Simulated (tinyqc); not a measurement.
# Thickness from the transmission

Problem. A dielectric of barrier phi1 and mass m1 carries the voltage V, so U = phi1 - V x/t1. At E = 0 the WKB exponent is S = (4 t1/(3 V)) sqrt(m1/C) [phi1^1.5 - max(phi1 - V, 0)^1.5], C = hbar^2/(2 m0), and T = exp(-S). Find S, t1 and the field.

Values chosen for this exercise: barrier of layer 1 above the emitter Fermi level at zero bias phi1 = 3.14 eV; tunnelling mass of layer 1 m1 = 0.48 m0; voltage across the dielectric V = 4.2 V.

Constants: q = 1.602176634e-19 C, hbar = 1.054571817e-34 J s, m0 = 9.1093837015e-31 kg, hbar^2/(2 m0) = 0.0380998212 eV nm^2. Results are converted to the units shown.

T at E = 0 = 1.0691495e-18

Solution. At fixed V the exponent is proportional to t1.

S = 41.38
t1 = 6.600 nm
field = 6.364 MV/cm

Computed by the program tinyqc: `OMP_NUM_THREADS=1 python tinyqc.py 2540121 2540122 out.jsonl`, one thread of a shared Intel Xeon 2.30GHz, about 0.03 s for the whole run.
